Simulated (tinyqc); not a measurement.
Inside a calculation. Method: Rayleigh-quotient iteration on a symmetric matrix. One step of it, computed by the program tinyqc.

Question. Step 1. solve (A - shift) w = v; v' = w/|w| with its largest component positive (the first on a tie); lambda = v'^T A v'; the next shift is lambda.

A, lower triangle:
```
           1          2          3          4          5         6
1   0.052000
2   0.019000   0.185000
3   0.096000   0.032000   0.398000
4   0.063000  -0.096000   0.106000   0.492000
5   0.251000   0.002000   0.073000  -0.050000   0.803000
6  -0.012000  -0.160000  -0.189000  -0.003000  -0.031000  0.994000
```

vector v at the start: 0.408248  0.408248  0.408248  0.408248  0.408248  0.408248

shift = 0.090000

Give: vector after step 1; Rayleigh quotient after step 1.

Answer.

vector after step 1: 0.143  0.926  -0.023  0.286  0.021  0.197

Rayleigh quotient after step 1 = 0.138
